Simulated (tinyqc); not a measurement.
Coherent transport through a tight-binding region between two chains, step by step. One step of it, computed by the program tinyqc.

Question. Transmission at E = -0.24 eV. Surface Green function g = (E - i sqrt(4 t^2 - E^2)) / (2 t^2); self-energy tc^2 g on each contact site; G = (E - H - Sigma)^(-1); Gamma = -2 Im Sigma; T = Gamma_L Gamma_R |G_LR|^2; local density of states -Im G_ii / pi.

H of the central region (eV):
```
,1,2,3,4,5,6
1,-0.740000,-0.540000,0.000000,0.000000,0.000000,0.000000
2,-0.540000,-0.160000,-0.540000,0.000000,0.000000,0.000000
3,0.000000,-0.540000,-0.990000,-0.540000,0.000000,0.000000
4,0.000000,0.000000,-0.540000,-0.930000,-0.940000,0.000000
5,0.000000,0.000000,0.000000,-0.940000,0.610000,-0.540000
6,0.000000,0.000000,0.000000,0.000000,-0.540000,0.870000
```

Leads: semi-infinite chains with site energy 0:
```
parameter,value
lead hopping t (eV),2.430000
coupling to the left lead (eV),1.330000
coupling to the right lead (eV),0.900000
left contact site,1
right contact site,6
```

E = -0.240000 eV

Give: g; G; local density of states; transmission.

Answer.

g = -0.020-0.411i 1/eV

G (1/eV):
```
,1,2,3,4,5,6
1,0.637-0.441i,0.626-0.419i,-0.544+0.379i,0.129-0.107i,0.218-0.139i,0.117-0.033i
2,0.626-0.419i,-1.186-0.427i,1.050+0.356i,-0.272-0.068i,-0.403-0.155i,-0.161-0.125i
3,-0.544+0.379i,1.050+0.356i,0.699-0.326i,-0.170+0.097i,-0.277+0.116i,-0.141+0.014i
4,0.129-0.107i,-0.272-0.068i,-0.170+0.097i,0.508-0.067i,0.789-0.007i,0.357+0.105i
5,0.218-0.139i,-0.403-0.155i,-0.277+0.116i,0.789-0.007i,-0.419-0.062i,-0.181-0.086i
6,0.117-0.033i,-0.161-0.125i,-0.141+0.014i,0.357+0.105i,-0.181-0.086i,-0.907-0.318i
```

local density of states (1/eV): 0.140  0.136  0.104  0.021  0.020  0.101

transmission = 0.014
